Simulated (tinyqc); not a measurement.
# Inputs raised by 10 %, one at a time

Model: thermal stress, cracking, delamination and buckling of a thin film; Griffith cracks and misfitting inclusions. Computed by tinyqc, a small Python program. Command: `OMP_NUM_THREADS=1 python tinyqc.py 3006291 3006292 out.jsonl filmcrack sens`. One thread of a shared host (Intel(R) Xeon(R) Processor @ 2.30GHz), about 0.01 s of CPU time with the checks.

Isotropic linear elasticity; the substrate is much thicker than the film; stress is positive in tension.

Inputs (values chosen for the exercise, modelled on an aluminium film on silicon):
```
quantity                       value        unit
film Young's modulus E          68.3         GPa
film Poisson ratio nu           0.35           -
film expansion alpha_f          22.3      1e-6/K
substrate expansion alpha_s      3.5      1e-6/K
deposition temperature T_d       650           K
final temperature T              300           K
intrinsic stress                -160         MPa
film thickness h                0.84  micrometre
film toughness Gamma_f          1.82       J/m^2
interface toughness Gamma_i      1.1       J/m^2
substrate Young's modulus E_s    147         GPa
substrate Poisson ratio nu_s    0.27           -
inclusion radius R               3.1  micrometre
```

Inclusion: long cylinder (a filled via).

Method:
- Thermal strain = (alpha_f - alpha_s)(T_d - T); stress = E/(1 - nu) x strain + intrinsic stress; plane-strain modulus Ebar = E/(1 - nu^2); G0 = stress^2 h/(2 Ebar) is the energy freed per area when a long strip loses its stress across its width.
- Dundurs alpha = (Ebar - Ebar_s)/(Ebar + Ebar_s), with Ebar_s = E_s/(1 - nu_s^2). The channel-crack factor is taken as g = 1.258 (1 - alpha)^(-0.7), a rough interpolation chosen for the exercise (1.258 is the value for matched materials).
- Channel crack through the film: G = pi g G0, critical thickness where G = Gamma_f. Steady delamination from an edge: G = G0, critical thickness where G = Gamma_i.
- Film material fills a long cylinder of radius R in the substrate, with the misfit e = thermal strain (it wants to shrink if e > 0). With the axial strain held by the substrate, s0 = (1 + nu) e/[(1 + nu)(1 - 2 nu)/E + (1 + nu_s)/E_s]; inside s_rr = s_tt = s0 and s_zz = E e + 2 nu s0; outside s_rr = s0 (R/r)^2, s_tt = -s_rr. Keep-out radius: where |s_rr| falls to 10 MPa (R if it is lower at the wall).

Runs; columns: (1) input moved; (2) from; (3) to; (4) film stress (MPa); (5) G0 (J/m^2); (6) critical thickness for delamination (micrometre); (7) keep-out radius (micrometre):
```
(1)                                    (2)    (3)     (4)     (5)      (6)     (7)
base run                                 -      -  531.41  1.5238  0.60638  24.206
film Poisson ratio nu                 0.35  0.385  570.75  1.7063  0.54153  25.658
substrate expansion alpha_s (1e-6/K)   3.5   3.85  518.53  1.4509  0.63686  23.980
deposition temperature T_d (K)         650    715  659.81  2.3492  0.39333  26.358
intrinsic stress (MPa)                -160   -176  515.41  1.4334  0.64461  24.206
film thickness h (micrometre)         0.84  0.924  531.41  1.6762  0.60638  24.206
substrate Young's modulus E_s (GPa)    147  161.7  531.41  1.5238  0.60638  24.886
inclusion radius R (micrometre)        3.1   3.41  531.41  1.5238  0.60638  26.627
```

Exponents ln(y'/y) / ln(x'/x):
```
input                          film stress      G0  critical thickness for delamination  keep-out radius
film Poisson ratio nu                0.749   1.187                               -1.187            0.611
substrate expansion alpha_s         -0.257  -0.515                                0.515           -0.099
deposition temperature T_d           2.271   4.541                               -4.541            0.894
intrinsic stress                    -0.321  -0.642                                0.642            0.000
film thickness h                     0.000   1.000                                0.000            0.000
substrate Young's modulus E_s        0.000   0.000                                0.000            0.291
inclusion radius R                   0.000   0.000                                0.000            1.000
```

To which inputs is each result most sensitive?

Among the inputs moved here: film stress answers most in size to deposition temperature T_d (exponent +2.271), next to film Poisson ratio nu (+0.749); its exponent is below 0.0005 for film thickness h, substrate Young's modulus E_s, inclusion radius R. G0 answers most in size to deposition temperature T_d (exponent +4.541), next to film Poisson ratio nu (+1.187); its exponent is below 0.0005 for substrate Young's modulus E_s, inclusion radius R. Its exponent +1.000 in film thickness h: stored energy per area. Critical thickness for delamination answers most in size to deposition temperature T_d (exponent -4.541), next to film Poisson ratio nu (-1.187); its exponent is below 0.0005 for film thickness h, substrate Young's modulus E_s, inclusion radius R. keep-out radius answers most in size to inclusion radius R (exponent +1.000), next to deposition temperature T_d (+0.894); its exponent is below 0.0005 for intrinsic stress, film thickness h. Its exponent +1.000 in inclusion radius R: the field scales with r/R.

Caution (all rows): at a stress above 0.4 % of E a ductile film would yield, and the elastic value is then an upper bound; a brittle film in tension cracks instead.
